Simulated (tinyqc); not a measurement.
# Changing the polish time t

Model: chemical-mechanical planarisation: Preston law, pattern density and step-height reduction. Computed by tinyqc, a small Python program. Command: `OMP_NUM_THREADS=1 python tinyqc.py 3018421 3018422 out.jsonl cmp sweep`. One thread of a shared host (Intel(R) Xeon(R) Processor @ 2.30GHz), about 0.02 s of CPU time with the checks.

A row of 10 cells, repeated periodically, holds raised features that cover a share rho of each cell.

Inputs (values chosen for the exercise, close to those used for oxide polishing):
```
quantity,value,unit
Preston coefficient K,4.7e-14,1/Pa
pressure P,30,kPa
platen and carrier speed,40,rpm
distance between the centres,17,cm
initial step height h0,580,nm
contact height h_c,56,nm
film above the raised areas z0,1000,nm
cell size,0.83,mm
planarisation length,1.3,mm
```

local pattern densities, cell by cell: [0.6, 0.6, 0.2, 0.25, 0.7, 0.5, 0.4, 0.5, 0.6, 0.6]

Method:
- With equal rotation speeds the relative speed is uniform, v = omega r_c; Preston rate R0 = K P v.
- The stiff pad averages the density: rho_eff(i) = sum_j w_ij rho_j / sum_j w_ij, w = exp(-2 d^2/L^2), L the planarisation length and d the distance between cell centres, summed over all periodic images of cell j.
- While h > h_c only raised areas polish, at R0/rho_eff, until t_c = rho_eff (h0 - h_c)/R0. After that h = h_c exp(-(t - t_c)/tau), tau = rho_eff h_c/R0; low areas polish at R0 (1 - h/h_c) and raised areas at R0 [1 + (1 - rho_eff) h/(rho_eff h_c)]. Removed from raised areas after t_c: h0 - h_c + R0 (t - t_c) + (1 - rho_eff)(h_c - h); from low areas: R0 (t - t_c) - rho_eff (h_c - h). Film left = z0 less the removal from raised areas.

One run for each value:
```
polish time t (s),range of film left across the row (nm),largest remaining step (nm),thinnest film left (nm)
75,109.91,4.5404e+02,764.13
110,161.21,3.9526e+02,654.05
160,234.49,3.1129e+02,496.80
230,238.41,1.9373e+02,375.32
340,171.31,2.4188e+01,263.79
490,161.69,2.6910e-01,113.18
```

Over the rows, range of film left across the row (nm) goes from 110 through a maximum among these rows, 238 at 230, to 162; largest remaining step (nm) falls from 454 to 0.269 (exponent d ln y / d ln x -0.36 between the first rows and -12 between the last); thinnest film left (nm) falls from 764 to 113 (exponent d ln y / d ln x -0.41 between the first rows and -2.3 between the last). At the low end the exponent of range of film left across the row is 1.00, close to 1: before contact the removals grow in fixed ratio.  Left out: 710, 1000, 1500 (the film is polished through).

Extremes, crossings and ranges named in words are read from the listed rows.
